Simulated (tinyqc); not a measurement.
Tight binding, honeycomb lattice, step by step. Computed by tinyqc, a small Python program that keeps every step. Settings: t1 = 1.87, t2 = 0, phi = -1.74, delta = 1.3, points = 6. Command: `OMP_NUM_THREADS=1 python tinyqc.py 28123 28124 out.jsonl` (the two numbers bound the seeds that draw the settings). One thread of a shared host (Intel(R) Xeon(R) Processor @ 2.60GHz), about 0.01 s of CPU time with the checks.

## Bloch Hamiltonian at k

Parameters chosen for this model:
```
parameter      value                        unit
t1          1.870000                 eV, nearest
t2                 0       eV, second neighbours
phi        -1.740000  rad, phase of t2 (Haldane)
delta       1.300000          eV, +/- on A and B
```

k point k (fractions of the reciprocal vectors): -0.40000  0.50000

H_AB = -t1 (1 + exp(-i k.a1) + exp(-i k.a2)); H_AA = delta - 2 t2 sum cos(k.b + phi), H_BB = -delta - 2 t2 sum cos(k.b - phi), b = a1, a2 - a1, -a2.

H(k) at k (eV):
```
                  A                 B
A           1.30000  1.51286-1.09916i
B  1.51286+1.09916i          -1.30000
```

## Levels at k

Diagonalise the Hermitian matrix.

eigenvalues (eV): -2.27748  2.27748

weights |c|^2 of the basis functions:
```
    band 1   band 2
A  0.21460  0.78540
B  0.78540  0.21460
```

## Bloch Hamiltonian at K

k point K (fractions of the reciprocal vectors): 0.33333  0.66667

As before.

H(k) at K (eV):
```
         A         B
A  1.30000   0.00000
B  0.00000  -1.30000
```

## Levels at K

As before.

eigenvalues (eV): -1.30000  1.30000

weights |c|^2 of the basis functions:
```
    band 1   band 2
A  0.00000  1.00000
B  1.00000  0.00000
```

## Bands along a path

The same steps at evenly spaced points between the labelled ones.

Bands along the path (eV):
```
k            band 1   band 2
G          -5.75865  5.75865
G-K 0.25   -5.27174  5.27174
G-K 0.50   -3.95949  3.95949
G-K 0.75   -2.27748  2.27748
K          -1.30000  1.30000
K-M 0.25   -1.51327  1.51327
K-M 0.50   -1.88785  1.88785
K-M 0.75   -2.17406  2.17406
M          -2.27748  2.27748
M-K' 0.25  -2.17406  2.17406
M-K' 0.50  -1.88785  1.88785
M-K' 0.75  -1.51327  1.51327
K'         -1.30000  1.30000
```

With 1 band(s) filled, the highest filled level on these points lies at K and the lowest empty one at K: a gap of 2.6000 eV, direct.

## Chern number of the lower band

On a 6 x 6 mesh, the phase of the product of overlaps around each plaquette (k1 then k2); the sum over 2 pi is an integer.

plaquette phases (rad):
```
          1         2         3         4         5         6
1   0.00000  -0.02573  -0.09737   0.00000   0.04828   0.01736
2   0.02573   0.00000  -0.09737  -0.41050   0.00000   0.04828
3   0.09737   0.09737   0.00000  -0.41050  -0.41050   0.00000
4   0.00000   0.41050   0.41050   0.00000  -0.09737  -0.09737
5  -0.04828   0.00000   0.41050   0.09737   0.00000  -0.02573
6  -0.01736  -0.04828   0.00000   0.09737   0.02573   0.00000
```

Chern number = 0.00000
